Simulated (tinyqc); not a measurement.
# Fully depleted semiconductor-on-insulator film with two gates, non-linear Poisson equation by Newton steps, step by step

tinyqc, about 0.4 s, one thread, Intel Xeon 2.30GHz (shared host): `OMP_NUM_THREADS=1 python tinyqc.py 2190078 2190079 out.jsonl` Printed values are rounded.

One dimension across the film, front interface at x = 0, back interface at x = ts. psi is counted from the intrinsic level, n = ni exp(psi/Vt) (source grounded), holes neglected, acceptors ionised. Gates act through Cox = eps0 eox/tox and Cbox = 3.9 eps0/tb with potentials G1 = Vg - (phiM - chi - Vt ln(Nc/ni)) and G2 = Vb - (phiB - chi - Vt ln(Nc/ni)). Classical Boltzmann densities, no interface charge, no depletion in the back plane.

Parameters, values chosen for the exercise; band and dielectric values those of a made-up semiconductor: temperature T = 250 K; band gap Eg = 0.997 eV; relative permittivity eps_r = 13.1; conduction-band density of states at T Nc = 1.89e19 cm^-3; valence-band density of states at T Nv = 2.57e19 cm^-3; electron affinity chi = 4.01 eV; relative permittivity of the gate insulator (close to silicon nitride) eox = 7.63; insulator thickness tox = 4.7 nm; film thickness ts = 26 nm; buried-oxide thickness (eps_r 3.9) tb = 59 nm; acceptor density of the film Na = 1e15 cm^-3; work function of the front gate phiM = 4.36 eV; work function of the back plane phiB = 4.06 eV; back-gate voltage Vb = 0 V; front-gate voltage Vg = 0.54 V.

Constants: q = 1.602176634e-19 C, kB = 1.380649e-23 J/K, Vt = kB T/q, eps0 = 8.8541878128e-14 F/cm where lengths are in cm. Results are converted to the units shown.

## Capacitances and gate potentials

ni = sqrt(Nc Nv) exp(-Eg/(2 Vt)), Eg in volts; Cox, Cbox, G1, G2 as defined; Cs = eps0 eps_r/ts; a = eps0 eps_r/h with h = ts/10; coupling ratio of a depleted film Cs Cbox/(Cox (Cs + Cbox)).

ni = 1.967342e9 cm^-3
Cox = 1.437393 uF/cm^2
Cbox = 0.05852768 uF/cm^2
Cs = 0.4461148 uF/cm^2
a = 4.461148 uF/cm^2
G1 = 0.6851896 V
G2 = 0.4451896 V
coupling ratio = 0.03599554

## Iteration 1: density, residual and Jacobian diagonal

| node | psi at the start (V) |
|---|---|
| 0 | 0.1 |
| 1 | 0.1 |
| 2 | 0.1 |
| 3 | 0.1 |
| 4 | 0.1 |
| 5 | 0.1 |
| 6 | 0.1 |
| 7 | 0.1 |
| 8 | 0.1 |
| 9 | 0.1 |
| 10 | 0.1 |

Nodes 0 to 10, h = ts/10, box widths w = h (h/2 at both ends), a = eps0 eps_r/h. F_i = a (psi_(i+1) - 2 psi_i + psi_(i-1)) - q w_i (n_i + Na); F_0 = a (psi_1 - psi_0) + Cox (G1 - psi_0) - q w_0 (n_0 + Na); F_10 = a (psi_9 - psi_10) + Cbox (G2 - psi_10) - q w_10 (n_10 + Na). Diagonal b_i = -2 a - q w_i n_i/Vt, with -a - Cox and -a - Cbox in place of -2 a at the ends.

| node | n (cm^-3) | residual F (C/cm^2) | diagonal b (F/cm^2) |
|---|---|---|---|
| 0 | 2.040756e11 | 8.411263e-7 | -5.898541e-6 |
| 1 | 2.040756e11 | -4.166509e-11 | -8.922297e-6 |
| 2 | 2.040756e11 | -4.166509e-11 | -8.922297e-6 |
| 3 | 2.040756e11 | -4.166509e-11 | -8.922297e-6 |
| 4 | 2.040756e11 | -4.166509e-11 | -8.922297e-6 |
| 5 | 2.040756e11 | -4.166509e-11 | -8.922297e-6 |
| 6 | 2.040756e11 | -4.166509e-11 | -8.922297e-6 |
| 7 | 2.040756e11 | -4.166509e-11 | -8.922297e-6 |
| 8 | 2.040756e11 | -4.166509e-11 | -8.922297e-6 |
| 9 | 2.040756e11 | -4.166509e-11 | -8.922297e-6 |
| 10 | 2.040756e11 | 2.018231e-8 | -4.519676e-6 |

## Iteration 1: Newton step

Solve a d_(i-1) + b_i d_i + a d_(i+1) = -F_i for all nodes. Each component d is damped to sign(d) Vt ln(1 + |d|/Vt) before it is added.

| node | Newton step d, before damping (V) | psi after iteration 1 (V) |
|---|---|---|
| 0 | 0.5765858 | 0.1716044 |
| 1 | 0.5738184 | 0.1715045 |
| 2 | 0.5710603 | 0.1714045 |
| 3 | 0.5683116 | 0.1713043 |
| 4 | 0.5655723 | 0.1712041 |
| 5 | 0.5628424 | 0.1711037 |
| 6 | 0.5601219 | 0.1710031 |
| 7 | 0.5574108 | 0.1709025 |
| 8 | 0.5547091 | 0.1708017 |
| 9 | 0.5520168 | 0.1707008 |
| 10 | 0.5493338 | 0.1705998 |

## Course of the Newton iteration

Stop when the largest undamped |d| is below 1e-9 V, or after 80 iterations.

Course of the iteration:

| iteration | largest \|F\| (C/cm^2) | largest \|d\| (V) |
|---|---|---|
| 1 | 8.41e-7 | 0.577 |
| 2 | 7.38e-7 | 0.505 |
| 3 | 6.38e-7 | 0.435 |
| 4 | 5.43e-7 | 0.358 |
| 5 | 4.52e-7 | 0.220 |
| 6 | 3.54e-7 | 0.0900 |
| 7 | 2.11e-7 | 0.0247 |
| 8 | 4.85e-8 | 3.05e-3 |
| 9 | 2.38e-9 | 3.71e-4 |
| 10 | 2.22e-11 | 5.12e-6 |
| 11 | 2.69e-15 | 9.39e-10 |

Converged in 11 iterations.

## Electron sheet density, centroid and oxide fields

| node | converged psi (V) |
|---|---|
| 0 | 0.4749459 |
| 1 | 0.4416903 |
| 2 | 0.4231738 |
| 3 | 0.4109031 |
| 4 | 0.4021699 |
| 5 | 0.3957984 |
| 6 | 0.3911863 |
| 7 | 0.3879963 |
| 8 | 0.3860341 |
| 9 | 0.3851935 |
| 10 | 0.3854320 |

n_i = ni exp(psi_i/Vt); N_inv = sum w_i n_i with w = ts/10, halved at the ends; centroid sum w n x/N_inv; fields (G1 - psi_0)/tox and (G2 - psi_10)/tb.

| node | n (cm^-3) |
|---|---|
| 0 | 7.385304e18 |
| 1 | 1.577479e18 |
| 2 | 6.678657e17 |
| 3 | 3.778514e17 |
| 4 | 2.519227e17 |
| 5 | 1.874232e17 |
| 6 | 1.513031e17 |
| 7 | 1.304794e17 |
| 8 | 1.191201e17 |
| 9 | 1.145618e17 |
| 10 | 1.158371e17 |

N_inv = 1.905430e12 cm^-2
centroid = 3.681133 nm
field in the front oxide = 0.4473269 MV/cm
field in the buried oxide = 0.01012839 MV/cm

The centroid lies at 0.14 of the film, near the front interface. A 400-interval mesh gives N_inv = 1.834e12 cm^-2; this mesh is 3.9 % above it.
